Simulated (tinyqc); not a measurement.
Worked calculation (part 3 of 3): UHF in the 6-31g basis, for H4, spin multiplicity 3. This run ends on a higher stationary point, not on the lowest solution. Computed by tinyqc, a small Python program that keeps every step (integrals from PySCF). Command: `OMP_NUM_THREADS=1 python tinyqc.py 28625 28626 out.jsonl` (the two numbers bound the seeds that draw the settings). One thread of a shared host (Intel(R) Xeon(R) Processor @ 2.60GHz), about 0.2 s of CPU time with the checks.

Geometry (angstrom):
```
atom        x        y        z
H     0.00000  0.00000  0.00000
H     0.00000  0.00000  0.88100
H     0.00000  2.25000  0.00000
H     0.00000  2.25000  0.88100
```

## Iteration 2: diagonalisation and new density

extrapolated F(alpha) (hartree), order 1H 1s, 1H 2s, 2H 1s, 2H 2s, 3H 1s, 3H 2s, 4H 1s, 4H 2s:
```
[[-0.16571, -0.58229, -0.50861, -0.50638, -0.02710, -0.10479, 0.01918, -0.05787],
 [-0.58229, -0.43722, -0.50638, -0.43445, -0.10479, -0.14808, -0.05787, -0.11840],
 [-0.50861, -0.50638, -0.16571, -0.58229, 0.01918, -0.05787, -0.02710, -0.10479],
 [-0.50638, -0.43445, -0.58229, -0.43722, -0.05787, -0.11840, -0.10479, -0.14808],
 [-0.02710, -0.10479, 0.01918, -0.05787, -0.16571, -0.58229, -0.50861, -0.50638],
 [-0.10479, -0.14808, -0.05787, -0.11840, -0.58229, -0.43722, -0.50638, -0.43445],
 [0.01918, -0.05787, -0.02710, -0.10479, -0.50861, -0.50638, -0.16571, -0.58229],
 [-0.05787, -0.11840, -0.10479, -0.14808, -0.50638, -0.43445, -0.58229, -0.43722]]
```

extrapolated F(beta) (hartree), order 1H 1s, 1H 2s, 2H 1s, 2H 2s, 3H 1s, 3H 2s, 4H 1s, 4H 2s:
```
[[0.20660, -0.31145, -0.32802, -0.32038, -0.07349, -0.14234, -0.06732, -0.13218],
 [-0.31145, -0.20982, -0.32038, -0.25869, -0.14234, -0.18245, -0.13218, -0.18363],
 [-0.32802, -0.32038, 0.20660, -0.31145, -0.06732, -0.13218, -0.07349, -0.14234],
 [-0.32038, -0.25869, -0.31145, -0.20982, -0.13218, -0.18363, -0.14234, -0.18245],
 [-0.07349, -0.14234, -0.06732, -0.13218, 0.20660, -0.31145, -0.32802, -0.32038],
 [-0.14234, -0.18245, -0.13218, -0.18363, -0.31145, -0.20982, -0.32038, -0.25869],
 [-0.06732, -0.13218, -0.07349, -0.14234, -0.32802, -0.32038, 0.20660, -0.31145],
 [-0.13218, -0.18363, -0.14234, -0.18245, -0.32038, -0.25869, -0.31145, -0.20982]]
```

X, order 1H 1s, 1H 2s, 2H 1s, 2H 2s, 3H 1s, 3H 2s, 4H 1s, 4H 2s:
```
[[-0.49701, -0.50546, 0.60765, 0.58874, 0.56090, 0.52758, 0.22706, 0.16393],
 [1.54418, 1.17634, -0.59389, -0.41381, 0.18053, 0.22669, 0.23232, 0.23323],
 [0.49701, 0.50546, 0.60765, 0.58874, -0.56090, -0.52758, 0.22706, 0.16393],
 [-1.54418, -1.17634, -0.59389, -0.41381, -0.18053, -0.22669, 0.23232, 0.23323],
 [0.49701, -0.50546, -0.60765, 0.58874, -0.56090, 0.52758, -0.22706, 0.16393],
 [-1.54418, 1.17634, 0.59389, -0.41381, -0.18053, 0.22669, -0.23232, 0.23323],
 [-0.49701, 0.50546, -0.60765, 0.58874, 0.56090, -0.52758, -0.22706, 0.16393],
 [1.54418, -1.17634, 0.59389, -0.41381, 0.18053, -0.22669, -0.23232, 0.23323]]
```

D(alpha) after iteration 1, order 1H 1s, 1H 2s, 2H 1s, 2H 2s, 3H 1s, 3H 2s, 4H 1s, 4H 2s:
```
[[0.18422, 0.22540, 0.02092, -0.01165, 0.00306, 0.04021, -0.01275, -0.04363],
 [0.22540, 0.40079, -0.01165, -0.17520, 0.04021, 0.21083, -0.04363, -0.20601],
 [0.02092, -0.01165, 0.18422, 0.22540, -0.01275, -0.04363, 0.00306, 0.04021],
 [-0.01165, -0.17520, 0.22540, 0.40079, -0.04363, -0.20601, 0.04021, 0.21083],
 [0.00306, 0.04021, -0.01275, -0.04363, 0.18422, 0.22540, 0.02092, -0.01165],
 [0.04021, 0.21083, -0.04363, -0.20601, 0.22540, 0.40079, -0.01165, -0.17520],
 [-0.01275, -0.04363, 0.00306, 0.04021, 0.02092, -0.01165, 0.18422, 0.22540],
 [-0.04363, -0.20601, 0.04021, 0.21083, -0.01165, -0.17520, 0.22540, 0.40079]]
```

D(beta) after iteration 1, order 1H 1s, 1H 2s, 2H 1s, 2H 2s, 3H 1s, 3H 2s, 4H 1s, 4H 2s:
```
[[0.05613, 0.06331, 0.00726, 0.01203, 0.00741, 0.01211, 0.00771, 0.01190],
 [0.06331, 0.07223, 0.01203, 0.01841, 0.01211, 0.01842, 0.01190, 0.01765],
 [0.00726, 0.01203, 0.05613, 0.06331, 0.00771, 0.01190, 0.00741, 0.01211],
 [0.01203, 0.01841, 0.06331, 0.07223, 0.01190, 0.01765, 0.01211, 0.01842],
 [0.00741, 0.01211, 0.00771, 0.01190, 0.05613, 0.06331, 0.00726, 0.01203],
 [0.01211, 0.01842, 0.01190, 0.01765, 0.06331, 0.07223, 0.01203, 0.01841],
 [0.00771, 0.01190, 0.00741, 0.01211, 0.00726, 0.01203, 0.05613, 0.06331],
 [0.01190, 0.01765, 0.01211, 0.01842, 0.01203, 0.01841, 0.06331, 0.07223]]
```

overlap S, order 1H 1s, 1H 2s, 2H 1s, 2H 2s, 3H 1s, 3H 2s, 4H 1s, 4H 2s:
```
[[1.00000, 0.65829, 0.33741, 0.45730, 0.00205, 0.06158, 0.00084, 0.04288],
 [0.65829, 1.00000, 0.45730, 0.79971, 0.06158, 0.23274, 0.04288, 0.18612],
 [0.33741, 0.45730, 1.00000, 0.65829, 0.00084, 0.04288, 0.00205, 0.06158],
 [0.45730, 0.79971, 0.65829, 1.00000, 0.04288, 0.18612, 0.06158, 0.23274],
 [0.00205, 0.06158, 0.00084, 0.04288, 1.00000, 0.65829, 0.33741, 0.45730],
 [0.06158, 0.23274, 0.04288, 0.18612, 0.65829, 1.00000, 0.45730, 0.79971],
 [0.00084, 0.04288, 0.00205, 0.06158, 0.33741, 0.45730, 1.00000, 0.65829],
 [0.04288, 0.18612, 0.06158, 0.23274, 0.45730, 0.79971, 0.65829, 1.00000]]
```

Diagonalise F' = X^T F X, C = X C', fill 3 alpha and 1 beta electrons from the bottom; D(s) = C_occ C_occ^T; the new density keeps 0.7 of the old one (damping). Each column has its largest component positive (the first on a tie).

F' = X^T F X (alpha) (hartree):
```
[[0.81929, 0.00000, 0.00000, 0.00000, -0.49400, 0.00000, 0.00000, 0.00000],
 [0.00000, 0.70783, 0.00000, 0.00000, 0.00000, -0.59965, 0.00000, 0.00000],
 [0.00000, 0.00000, 0.83536, 0.00000, 0.00000, 0.00000, -0.05719, 0.00000],
 [0.00000, 0.00000, 0.00000, 0.71337, 0.00000, 0.00000, 0.00000, -0.17175],
 [-0.49400, 0.00000, 0.00000, 0.00000, 0.46978, 0.00000, 0.00000, 0.00000],
 [0.00000, -0.59965, 0.00000, 0.00000, 0.00000, 0.20606, 0.00000, 0.00000],
 [0.00000, 0.00000, -0.05719, 0.00000, 0.00000, 0.00000, -0.65886, 0.00000],
 [0.00000, 0.00000, 0.00000, -0.17175, 0.00000, 0.00000, 0.00000, -0.70374]]
```

orbital energies (alpha) (hartree): [-0.72426, -0.66104, -0.19307, 0.12053, 0.73389, 0.83754, 1.10696, 1.16853]

coefficients C (alpha), order 1H 1s, 1H 2s, 2H 1s, 2H 2s, 3H 1s, 3H 2s, 4H 1s, 4H 2s:
```
[[0.23261, 0.25010, 0.15911, 0.17108, 0.56514, -0.59853, -0.71310, -0.72963],
 [0.18250, 0.20947, 0.84051, 1.03883, -0.43855, 0.60233, 0.85365, 1.15668],
 [0.23261, 0.25010, -0.15911, -0.17108, 0.56514, -0.59853, 0.71310, 0.72963],
 [0.18250, 0.20947, -0.84051, -1.03883, -0.43855, 0.60233, -0.85365, -1.15668],
 [0.23261, -0.25010, 0.15911, -0.17108, 0.56514, 0.59853, -0.71310, 0.72963],
 [0.18250, -0.20947, 0.84051, -1.03883, -0.43855, -0.60233, 0.85365, -1.15668],
 [0.23261, -0.25010, -0.15911, 0.17108, 0.56514, 0.59853, 0.71310, -0.72963],
 [0.18250, -0.20947, -0.84051, 1.03883, -0.43855, -0.60233, -0.85365, 1.15668]]
```

F' = X^T F X (beta) (hartree):
```
[[0.87194, 0.00000, 0.00000, 0.00000, -0.49056, 0.00000, 0.00000, 0.00000],
 [0.00000, 0.82293, 0.00000, 0.00000, 0.00000, -0.51279, 0.00000, 0.00000],
 [0.00000, 0.00000, 0.91566, 0.00000, 0.00000, 0.00000, 0.05820, 0.00000],
 [0.00000, 0.00000, 0.00000, 0.83126, 0.00000, 0.00000, 0.00000, -0.03092],
 [-0.49056, 0.00000, 0.00000, 0.00000, 0.70224, 0.00000, 0.00000, 0.00000],
 [0.00000, -0.51279, 0.00000, 0.00000, 0.00000, 0.59745, 0.00000, 0.00000],
 [0.00000, 0.00000, 0.05820, 0.00000, 0.00000, 0.00000, -0.16890, 0.00000],
 [0.00000, 0.00000, 0.00000, -0.03092, 0.00000, 0.00000, 0.00000, -0.48702]]
```

orbital energies (beta) (hartree): [-0.48774, -0.17202, 0.18515, 0.28924, 0.83198, 0.91877, 1.23523, 1.28493]

coefficients C (beta), order 1H 1s, 1H 2s, 2H 1s, 2H 2s, 3H 1s, 3H 2s, 4H 1s, 4H 2s:
```
[[0.17769, 0.19427, 0.09443, 0.10899, 0.58474, 0.61891, -0.72451, -0.74145],
 [0.22347, 0.26372, 0.91377, 1.13261, -0.41916, -0.58063, 0.77472, 1.06502],
 [0.17769, 0.19427, -0.09443, -0.10899, 0.58474, 0.61891, 0.72451, 0.74145],
 [0.22347, 0.26372, -0.91377, -1.13261, -0.41916, -0.58063, -0.77472, -1.06502],
 [0.17769, -0.19427, 0.09443, -0.10899, 0.58474, -0.61891, -0.72451, 0.74145],
 [0.22347, -0.26372, 0.91377, -1.13261, -0.41916, 0.58063, 0.77472, -1.06502],
 [0.17769, -0.19427, -0.09443, 0.10899, 0.58474, -0.61891, 0.72451, -0.74145],
 [0.22347, -0.26372, -0.91377, 1.13261, -0.41916, 0.58063, -0.77472, 1.06502]]
```

D(alpha) after iteration 2, order 1H 1s, 1H 2s, 2H 1s, 2H 2s, 3H 1s, 3H 2s, 4H 1s, 4H 2s:
```
[[0.17155, 0.22635, 0.04205, -0.01982, 0.00721, 0.06529, -0.01905, -0.07364],
 [0.22635, 0.51565, -0.01982, -0.31143, 0.06529, 0.35635, -0.07364, -0.35932],
 [0.04205, -0.01982, 0.17155, 0.22635, -0.01905, -0.07364, 0.00721, 0.06529],
 [-0.01982, -0.31143, 0.22635, 0.51565, -0.07364, -0.35932, 0.06529, 0.35635],
 [0.00721, 0.06529, -0.01905, -0.07364, 0.17155, 0.22635, 0.04205, -0.01982],
 [0.06529, 0.35635, -0.07364, -0.35932, 0.22635, 0.51565, -0.01982, -0.31143],
 [-0.01905, -0.07364, 0.00721, 0.06529, 0.04205, -0.01982, 0.17155, 0.22635],
 [-0.07364, -0.35932, 0.06529, 0.35635, -0.01982, -0.31143, 0.22635, 0.51565]]
```

D(beta) after iteration 2, order 1H 1s, 1H 2s, 2H 1s, 2H 2s, 3H 1s, 3H 2s, 4H 1s, 4H 2s:
```
[[0.04876, 0.05623, 0.01455, 0.02033, 0.01466, 0.02039, 0.01487, 0.02025],
 [0.05623, 0.06555, 0.02033, 0.02787, 0.02039, 0.02787, 0.02025, 0.02733],
 [0.01455, 0.02033, 0.04876, 0.05623, 0.01487, 0.02025, 0.01466, 0.02039],
 [0.02033, 0.02787, 0.05623, 0.06555, 0.02025, 0.02733, 0.02039, 0.02787],
 [0.01466, 0.02039, 0.01487, 0.02025, 0.04876, 0.05623, 0.01455, 0.02033],
 [0.02039, 0.02787, 0.02025, 0.02733, 0.05623, 0.06555, 0.02033, 0.02787],
 [0.01487, 0.02025, 0.01466, 0.02039, 0.01455, 0.02033, 0.04876, 0.05623],
 [0.02025, 0.02733, 0.02039, 0.02787, 0.02033, 0.02787, 0.05623, 0.06555]]
```

## Iteration 53 (converged): orbitals

converged F(alpha) (hartree), order 1H 1s, 1H 2s, 2H 1s, 2H 2s, 3H 1s, 3H 2s, 4H 1s, 4H 2s:
```
[[-0.16359, -0.58307, -0.51626, -0.51168, -0.02686, -0.10604, 0.01414, -0.06279],
 [-0.58307, -0.43626, -0.51168, -0.43672, -0.10604, -0.14984, -0.06279, -0.12276],
 [-0.51626, -0.51168, -0.16359, -0.58307, 0.01414, -0.06279, -0.02686, -0.10604],
 [-0.51168, -0.43672, -0.58307, -0.43626, -0.06279, -0.12276, -0.10604, -0.14984],
 [-0.02686, -0.10604, 0.01414, -0.06279, -0.16359, -0.58307, -0.51626, -0.51168],
 [-0.10604, -0.14984, -0.06279, -0.12276, -0.58307, -0.43626, -0.51168, -0.43672],
 [0.01414, -0.06279, -0.02686, -0.10604, -0.51626, -0.51168, -0.16359, -0.58307],
 [-0.06279, -0.12276, -0.10604, -0.14984, -0.51168, -0.43672, -0.58307, -0.43626]]
```

converged F(beta) (hartree), order 1H 1s, 1H 2s, 2H 1s, 2H 2s, 3H 1s, 3H 2s, 4H 1s, 4H 2s:
```
[[0.21732, -0.30271, -0.32315, -0.31232, -0.06858, -0.13432, -0.06257, -0.12433],
 [-0.30271, -0.19584, -0.31232, -0.24502, -0.13432, -0.16924, -0.12433, -0.17058],
 [-0.32315, -0.31232, 0.21732, -0.30271, -0.06257, -0.12433, -0.06858, -0.13432],
 [-0.31232, -0.24502, -0.30271, -0.19584, -0.12433, -0.17058, -0.13432, -0.16924],
 [-0.06858, -0.13432, -0.06257, -0.12433, 0.21732, -0.30271, -0.32315, -0.31232],
 [-0.13432, -0.16924, -0.12433, -0.17058, -0.30271, -0.19584, -0.31232, -0.24502],
 [-0.06257, -0.12433, -0.06858, -0.13432, -0.32315, -0.31232, 0.21732, -0.30271],
 [-0.12433, -0.17058, -0.13432, -0.16924, -0.31232, -0.24502, -0.30271, -0.19584]]
```

Diagonalise F' = X^T F X, C = X C', fill 3 alpha and 1 beta electrons from the bottom; D(s) = C_occ C_occ^T. Each column has its largest component positive (the first on a tie).

F' = X^T F X (alpha) (hartree):
```
[[0.82444, 0.00000, 0.00000, 0.00000, -0.49563, 0.00000, 0.00000, 0.00000],
 [0.00000, 0.71649, 0.00000, 0.00000, 0.00000, -0.59289, 0.00000, 0.00000],
 [0.00000, 0.00000, 0.84078, 0.00000, 0.00000, 0.00000, -0.06025, 0.00000],
 [0.00000, 0.00000, 0.00000, 0.71782, 0.00000, 0.00000, 0.00000, -0.17626],
 [-0.49563, 0.00000, 0.00000, 0.00000, 0.47620, 0.00000, 0.00000, 0.00000],
 [0.00000, -0.59289, 0.00000, 0.00000, 0.00000, 0.23183, 0.00000, 0.00000],
 [0.00000, 0.00000, -0.06025, 0.00000, 0.00000, 0.00000, -0.65793, 0.00000],
 [0.00000, 0.00000, 0.00000, -0.17626, 0.00000, 0.00000, 0.00000, -0.71021]]
```

orbital energies (alpha) (hartree): [-0.73165, -0.66035, -0.16634, 0.12499, 0.73926, 0.84320, 1.11466, 1.17565]

coefficients C (alpha), order 1H 1s, 1H 2s, 2H 1s, 2H 2s, 3H 1s, 3H 2s, 4H 1s, 4H 2s:
```
[[0.23380, 0.25124, 0.15617, 0.17029, 0.56464, -0.59805, -0.71375, -0.72981],
 [0.18157, 0.20831, 0.84403, 1.04009, -0.43894, 0.60273, 0.85017, 1.15555],
 [0.23380, 0.25124, -0.15617, -0.17029, 0.56464, -0.59805, 0.71375, 0.72981],
 [0.18157, 0.20831, -0.84403, -1.04009, -0.43894, 0.60273, -0.85017, -1.15555],
 [0.23380, -0.25124, 0.15617, -0.17029, 0.56464, 0.59805, -0.71375, 0.72981],
 [0.18157, -0.20831, 0.84403, -1.04009, -0.43894, -0.60273, 0.85017, -1.15555],
 [0.23380, -0.25124, -0.15617, 0.17029, 0.56464, 0.59805, 0.71375, -0.72981],
 [0.18157, -0.20831, -0.84403, 1.04009, -0.43894, -0.60273, -0.85017, 1.15555]]
```

F' = X^T F X (beta) (hartree):
```
[[0.87587, 0.00000, 0.00000, 0.00000, -0.49515, 0.00000, 0.00000, 0.00000],
 [0.00000, 0.82767, 0.00000, 0.00000, 0.00000, -0.51698, 0.00000, 0.00000],
 [0.00000, 0.00000, 0.92369, 0.00000, 0.00000, 0.00000, 0.06072, 0.00000],
 [0.00000, 0.00000, 0.00000, 0.83954, 0.00000, 0.00000, 0.00000, -0.03291],
 [-0.49515, 0.00000, 0.00000, 0.00000, 0.70981, 0.00000, 0.00000, 0.00000],
 [0.00000, -0.51698, 0.00000, 0.00000, 0.00000, 0.60507, 0.00000, 0.00000],
 [0.00000, 0.00000, 0.06072, 0.00000, 0.00000, 0.00000, -0.16698, 0.00000],
 [0.00000, 0.00000, 0.00000, -0.03291, 0.00000, 0.00000, 0.00000, -0.46258]]
```

orbital energies (beta) (hartree): [-0.46342, -0.17035, 0.18755, 0.29077, 0.84037, 0.92706, 1.24519, 1.29490]

coefficients C (beta), order 1H 1s, 1H 2s, 2H 1s, 2H 2s, 3H 1s, 3H 2s, 4H 1s, 4H 2s:
```
[[0.17874, 0.19303, 0.09285, 0.10709, 0.58441, 0.61930, -0.72471, -0.74173],
 [0.22271, 0.26487, 0.91546, 1.13534, -0.41957, -0.58010, 0.77273, 1.06211],
 [0.17874, 0.19303, -0.09285, -0.10709, 0.58441, 0.61930, 0.72471, 0.74173],
 [0.22271, 0.26487, -0.91546, -1.13534, -0.41957, -0.58010, -0.77273, -1.06211],
 [0.17874, -0.19303, 0.09285, -0.10709, 0.58441, -0.61930, -0.72471, 0.74173],
 [0.22271, -0.26487, 0.91546, -1.13534, -0.41957, 0.58010, 0.77273, -1.06211],
 [0.17874, -0.19303, -0.09285, 0.10709, 0.58441, -0.61930, 0.72471, -0.74173],
 [0.22271, -0.26487, -0.91546, 1.13534, -0.41957, 0.58010, -0.77273, 1.06211]]
```

D(alpha) after iteration 53, order 1H 1s, 1H 2s, 2H 1s, 2H 2s, 3H 1s, 3H 2s, 4H 1s, 4H 2s:
```
[[0.14218, 0.22660, 0.09340, -0.03702, 0.01593, 0.12193, -0.03285, -0.14170],
 [0.22660, 0.78874, -0.03702, -0.63602, 0.12193, 0.70195, -0.14170, -0.72281],
 [0.09340, -0.03702, 0.14218, 0.22660, -0.03285, -0.14170, 0.01593, 0.12193],
 [-0.03702, -0.63602, 0.22660, 0.78874, -0.14170, -0.72281, 0.12193, 0.70195],
 [0.01593, 0.12193, -0.03285, -0.14170, 0.14218, 0.22660, 0.09340, -0.03702],
 [0.12193, 0.70195, -0.14170, -0.72281, 0.22660, 0.78874, -0.03702, -0.63602],
 [-0.03285, -0.14170, 0.01593, 0.12193, 0.09340, -0.03702, 0.14218, 0.22660],
 [-0.14170, -0.72281, 0.12193, 0.70195, -0.03702, -0.63602, 0.22660, 0.78874]]
```

D(beta) after iteration 53, order 1H 1s, 1H 2s, 2H 1s, 2H 2s, 3H 1s, 3H 2s, 4H 1s, 4H 2s:
```
[[0.03195, 0.03981, 0.03195, 0.03981, 0.03195, 0.03981, 0.03195, 0.03981],
 [0.03981, 0.04960, 0.03981, 0.04960, 0.03981, 0.04960, 0.03981, 0.04960],
 [0.03195, 0.03981, 0.03195, 0.03981, 0.03195, 0.03981, 0.03195, 0.03981],
 [0.03981, 0.04960, 0.03981, 0.04960, 0.03981, 0.04960, 0.03981, 0.04960],
 [0.03195, 0.03981, 0.03195, 0.03981, 0.03195, 0.03981, 0.03195, 0.03981],
 [0.03981, 0.04960, 0.03981, 0.04960, 0.03981, 0.04960, 0.03981, 0.04960],
 [0.03195, 0.03981, 0.03195, 0.03981, 0.03195, 0.03981, 0.03195, 0.03981],
 [0.03981, 0.04960, 0.03981, 0.04960, 0.03981, 0.04960, 0.03981, 0.04960]]
```

## Convergence

Stop when the energy changes by less than 1e-09 hartree and every element of the error matrix X^T (F D S - S D F) X (for each spin) is below 9e-06.

Course of the cycle:
```
iteration  E (hartree)     change  largest element of the error matrix
1           -1.8101622          -                             1.42e-01
2           -1.7994837   1.07e-02                             1.06e-01
3           -1.8074360  -7.95e-03                             7.47e-02
4           -1.8207537  -1.33e-02                             5.22e-02
5           -1.8339141  -1.32e-02                             3.65e-02
6           -1.8450102  -1.11e-02                             2.55e-02
7           -1.8537005  -8.69e-03                             1.79e-02
8           -1.8602361  -6.54e-03                             1.25e-02
9           -1.8650326  -4.80e-03                             8.76e-03
10          -1.8684988  -3.47e-03                             6.13e-03
11          -1.8709783  -2.48e-03                             4.29e-03
12          -1.8727401  -1.76e-03                             3.00e-03
13          -1.8739861  -1.25e-03                             2.10e-03
14          -1.8748645  -8.78e-04                             1.47e-03
...                ...        ...                                  ...
40          -1.8769342  -8.38e-08                             1.38e-07
41          -1.8769342  -5.87e-08                             9.66e-08
42          -1.8769343  -4.11e-08                             6.77e-08
43          -1.8769343  -2.88e-08                             4.74e-08
44          -1.8769343  -2.01e-08                             3.31e-08
45          -1.8769343  -1.41e-08                             2.32e-08
46          -1.8769343  -9.86e-09                             1.62e-08
47          -1.8769343  -6.90e-09                             1.14e-08
48          -1.8769343  -4.83e-09                             7.96e-09
49          -1.8769343  -3.38e-09                             5.57e-09
50          -1.8769343  -2.37e-09                             3.90e-09
51          -1.8769343  -1.66e-09                             2.73e-09
52          -1.8769343  -1.16e-09                             1.91e-09
53          -1.8769343  -8.12e-10                             1.34e-09
```

PySCF UHF in the same basis, after a stability check = -1.9419042 hartree

Converged in 53 iterations. But the solution lies 0.06497 hartree above the reference: it is another stationary point, not the lowest one. Reruns (cap 100 unless said): DIIS 8: converged in 6 to a higher stationary point; damping 0.5: converged in 29 to a higher stationary point; level shift 0.5: converged in 14 to a higher stationary point; atomic densities as start, DIIS 8: converged in 6 to a higher stationary point.

## Populations, bond orders and dipole

Mulliken: Z minus the diagonal of D S on the atom; Loewdin: the same with S^(1/2) D S^(1/2); Mayer order: 2 sum_s sum (D(s) S)_ij (D(s) S)_ji over the two atoms.

Charges (e):
```
atom  Mulliken  Loewdin  Mulliken spin
1H           0        0        0.50000
2H           0        0        0.50000
3H           0        0        0.50000
4H           0        0        0.50000
```

Mayer bond orders:
```
pair    order
2-1   0.18705
3-1   0.27834
3-2   0.21954
4-1   0.21954
4-2   0.27834
4-3   0.18705
```

dipole moment about the origin, x y z (debye): [0.00000, 0.00000, 0.00000]

<S^2> of the determinant (pure state: 2) = 2.00914
